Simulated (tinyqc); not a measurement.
Inside a calculation. Method: plane-wave Kohn-Sham cycle with exchange-only LDA in a layered model solid. One step of it, computed by the program tinyqc.

Task: Iteration 2: potential. V_H(G) = 4 pi rho(G)/G^2 for G != 0 (uniform background); v_x = -(3 rho/pi)^(1/3); V = V_ext + V_H + v_x; Fourier components f(G_m) = (1/N) sum_j f(x_j) exp(-i G_m x_j).

A solid whose potential varies along x alone (atomic units):
```
parameter                      value
period a                   13.100000
cross-section of the cell  20.000000
electrons per cell                 2
grid points                       16
plane waves -n..n, n               2
k points                           2
V1 in V1 cos(2 pi x/a)     -0.320000
```

density after iteration 1 (e/bohr^3): 0.01175788  0.01054834  0.00802381  0.00619490  0.00588344  0.00644647  0.00703022  0.00734464  0.00743589  0.00734464  0.00703022  0.00644647  0.00588344  0.00619490  0.00802381  0.01054834

Give: Potentials on the grid; V(G_m), m = 0, 1, 2, ....

Result:

Potentials on the grid (hartree):
```
x          V_ext      V_H      v_x        V
0.0000   -0.3200   0.1084  -0.2239  -0.4356
0.8187   -0.2956   0.0919  -0.2160  -0.4197
1.6375   -0.2263   0.0518  -0.1971  -0.3716
2.4562   -0.1225   0.0079  -0.1809  -0.2954
3.2750         0  -0.0250  -0.1778  -0.2028
4.0938    0.1225  -0.0438  -0.1833  -0.1046
4.9125    0.2263  -0.0525  -0.1886  -0.0149
5.7313    0.2956  -0.0560  -0.1914   0.0482
6.5500    0.3200  -0.0569  -0.1922   0.0709
7.3688    0.2956  -0.0560  -0.1914   0.0482
8.1875    0.2263  -0.0525  -0.1886  -0.0149
9.0062    0.1225  -0.0438  -0.1833  -0.1046
9.8250         0  -0.0250  -0.1778  -0.2028
10.6438  -0.1225   0.0079  -0.1809  -0.2954
11.4625  -0.2263   0.0518  -0.1971  -0.3716
12.2812  -0.2956   0.0919  -0.2160  -0.4197
```

V(G_m), m = 0, 1, 2, ... (hartree): -0.1929  -0.1263  0.0051  -0.0005  0.0002
